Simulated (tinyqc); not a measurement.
Inside a calculation. Method: MP2 on RHF in the 3-21g basis, for H-, spin multiplicity 1. The basis has no diffuse functions, so it cannot describe the extra electron: this is an exercise in the method, not the real anion. Computed by tinyqc, a small Python program that keeps every step (integrals from PySCF). Settings: charge = -1, multiplicity = 1, basis = 3-21g, method = RHF, energy threshold = 1e-10, iteration cap = 67, orthogonalisation = symmetric, start = atomic densities, DIIS depth = 6. Command: `OMP_NUM_THREADS=1 python tinyqc.py 26600 26601 out.jsonl` (the two numbers bound the seeds that draw the settings). One thread of a shared host (Intel(R) Xeon(R) Processor @ 2.60GHz), about 0.2 s of CPU time with the checks. The early iterations of the SCF are left out here.

## One-electron integrals

Geometry (angstrom):
```
atom,x,y,z
H,0.000000,0.000000,0.000000
```

Basis 3-21g: exponents (1/bohr^2) and contraction coefficients of normalised primitives:
```
element,l (shell),exponent,coefficient
H,s (1),5.447178,0.156285
H,s (1),0.824547,0.904691
H,s (2),0.183192,1.000000
```

Overlap, kinetic and nuclear-attraction integrals over the contracted functions; the nuclear repulsion is the sum of Za Zb / Rab.

nuclear repulsion = 0 hartree

overlap S:
```
,1H 1s,1H 2s
1H 1s,1.000000,0.645899
1H 2s,0.645899,1.000000
```

kinetic energy T (hartree):
```
,1H 1s,1H 2s
1H 1s,1.549405,0.293152
1H 2s,0.293152,0.274788
```

nuclear attraction V (hartree):
```
,1H 1s,1H 2s
1H 1s,-1.720918,-0.782663
1H 2s,-0.782663,-0.683004
```

core Hamiltonian H = T + V (hartree):
```
,1H 1s,1H 2s
1H 1s,-0.171513,-0.489511
1H 2s,-0.489511,-0.408216
```

## Two-electron integrals

Functions are numbered as in S; the eight-fold symmetry (ij|kl) = (ji|kl) = (kl|ij) leaves the list below.

Two-electron integrals (ij|kl) in chemists' order, unique and non-zero (hartree):
```
i,j,k,l,(ij|kl)
1,1,1,1,1.140145
2,1,1,1,0.611403
2,1,2,1,0.345152
2,2,1,1,0.626370
2,2,2,1,0.380329
2,2,2,2,0.482957
```

## Orthogonalisation

S = U s U^T; symmetric (Loewdin) form X = U s^(-1/2) U^T, so that X^T S X = 1.

eigenvalues of S: 0.354101  1.645899

X:
```
,1H 1s,1H 2s
1H 1s,1.229980,-0.450512
1H 2s,-0.450512,1.229980
```

## Starting guess

The start is atomic minimal-basis densities projected into this basis (PySCF's MINAO start) and scaled to the electron count of each spin; this density is not idempotent, so its energy is not variational and may lie below the converged one.

D at the start:
```
,1H 1s,1H 2s
1H 1s,0.405176,0.583680
1H 2s,0.583680,0.840827
```

## Iteration 9 (converged): orbitals

converged F (hartree):
```
,1H 1s,1H 2s
1H 1s,0.754879,-0.113830
1H 2s,-0.113830,0.116972
```

Diagonalise F' = X^T F X, C = X C', fill 1 alpha and 1 beta electrons from the bottom; D = 2 C_occ C_occ^T. Each column has its largest component positive (the first on a tie).

F' = X^T F X (hartree):
```
,1,2
1,1.291910,-0.678421
2,-0.678421,0.456323
```

orbital energies (hartree): MO1 0.077369, MO2 1.670864

coefficients C:
```
,MO1,MO2
1H 1s,0.206501,1.293510
1H 2s,0.854116,-0.993125
```

D after iteration 9:
```
,1H 1s,1H 2s
1H 1s,0.085286,0.352752
1H 2s,0.352752,1.459030
```

## Convergence

Stop when the energy changes by less than 1e-10 hartree and every element of the error matrix X^T (F D S - S D F) X is below 3e-06.

Course of the cycle:
```
iteration,E (hartree),change,largest element of the error matrix
1,-0.29647995,-,5.38e-01
2,-0.39911332,-1.03e-01,6.04e-02
3,-0.40041981,-1.31e-03,1.03e-03
4,-0.40042012,-3.06e-07,4.63e-04
5,-0.40042017,-4.49e-08,2.99e-04
6,-0.40042018,-1.46e-08,2.21e-04
7,-0.40042019,-6.52e-09,1.76e-04
8,-0.40042020,-1.11e-08,9.36e-07
9,-0.40042020,-3.16e-13,5.81e-09
```

PySCF RHF in the same basis = -0.40042020 hartree

Converged in 9 iterations.

## Populations

Mulliken: Z minus the diagonal of D S on the atom; Loewdin: the same with S^(1/2) D S^(1/2).

Charges (e):
```
atom,Mulliken,Loewdin
1H,-1.000000,-1.000000
```

## Integrals over molecular orbitals

(pq|rs) = sum C_ip C_jq C_kr C_ls (ij|kl), one index at a time.

one-electron integrals over orbitals h = C^T H C (hartree):
```
,1,2
1,-0.477790,-0.139972
2,-0.139972,0.568075
```

Two-electron integrals over orbitals (pq|rs), unique and non-zero (hartree):
```
p,q,r,s,(pq|rs)
1,1,1,1,0.555159
2,1,1,1,0.139972
2,1,2,1,0.137755
2,2,1,1,0.620272
2,2,2,1,0.250869
2,2,2,2,0.823223
```

## Second-order Moller-Plesset energy

Hartree-Fock energy = -0.40042020 hartree

E2 = sum_ijab (ia|jb) [2 (ia|jb) - (ib|ja)] / (e_i + e_j - e_a - e_b) over occupied i, j and virtual a, b; the opposite-spin part is (ia|jb)^2 / denominator, the rest is same-spin, and SCS-MP2 scales them by 6/5 and 1/3.

Terms:
```
i,j,a,b,(ia|jb),(ib|ja),denominator,term
1,1,2,2,0.137755,0.137755,-3.186990,-0.005954
```

Pair energies (hartree; pair i-j sums ij and ji):
```
pair,opposite spin,same spin
1-1,-0.005954,0.000000
```

MP2 correlation energy = -0.00595434 hartree

SCS-MP2 correlation energy = -0.00714521 hartree

MP2 total energy = -0.40637454 hartree
